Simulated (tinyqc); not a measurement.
Speciation in dilute and buffered hydrofluoric acid, oxide etch rate and bath loading: one step, computed by the program tinyqc.

Concentrations stand for activities, NH4+ and Cl- are spectators, and water ionisation is neglected. H, F and HF2 denote the ions H+, F- and HF2-. The base temperature is 298 K.

Problem. One trial. Fluoride balance: [HF] + [F] + 2 [HF2] + 2 [H2F2] = HF added + NH4F added. Acid balance: [H] + [HF] + [HF2] + 2 [H2F2] = HF added + HCl added. For a trial [H], [HF] = [H][F]/K1, and the fluoride balance is a quadratic in [F]. Take pH = 3. The residual is the left side of the acid balance less the right.

Inputs (values chosen for the exercise, of the order of those for thermal oxide at room temperature):

| quantity | value | unit |
|---|---|---|
| HF added | 0.41 | mol/L |
| NH4F added | 0.34 | mol/L |
| HCl added | 0 | mol/L |
| K1 = [H][F]/[HF] | 0.000702 | mol/L |
| K2 = [HF2]/([HF][F]) | 3.95 | L/mol |
| K3 = [H2F2]/[HF]^2 | 3.02 | L/mol |

Give: [F]; [HF]; [HF2]; [H2F2]; residual.

Solution.

[F] = 0.13434 mol/L

[HF] = 0.19137 mol/L

[HF2] = 0.10155 mol/L

[H2F2] = 0.11060 mol/L

residual = 0.10511 mol/L

The residual is positive: the trial holds too much acid, so the pH lies above 3.
